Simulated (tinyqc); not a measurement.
Potential-pH (Pourbaix) lines of a metal, its cation, its oxide and an oxyanion, with a complexing ligand: one step, computed by the program tinyqc. Command: `OMP_NUM_THREADS=1 python tinyqc.py 3004119 3004120 out.jsonl pourb walk`. One thread of a shared host (Intel(R) Xeon(R) Processor @ 2.30GHz), about 0.02 s of CPU time with the checks.

Potentials are against the standard hydrogen electrode; solids and water have unit activity; dG_f of M, H+ and the electron is zero; F = e N_A and s = R T ln(10)/F. The cation carries z = 3.

Task: Standard potentials. M3+ + 3e = M; (1/2) M2O3 + 3H+ + 3e = M + (3/2) H2O; MO2(-) + 4H+ + 3e = M + 2H2O. For each, E0 = -dG/(z F), and E = E0 + (s/z) log10 a - (s n_H/z) pH, with no activity term for the oxide.

Inputs (values chosen for the exercise, modelled on aluminium):
```
quantity                value    unit
dG_f of the cation     -489.4  kJ/mol
dG_f of the oxide     -1582.1  kJ/mol
dG_f of the oxyanion   -827.6  kJ/mol
dG_f of water         -237.14  kJ/mol
temperature T          298.15       K
```

Species: M, M3+, M2O3, MO2(-).

Constants: R = 8.314462618 J/(mol K); e = 1.602176634e-19 C; N_A = 6.02214076e+23 1/mol.

Give: s; E0.

Result:

s = 0.05916 V

E0 (V): cation -1.691, oxide -1.504, oxyanion -1.221

The metal is less noble than hydrogen.
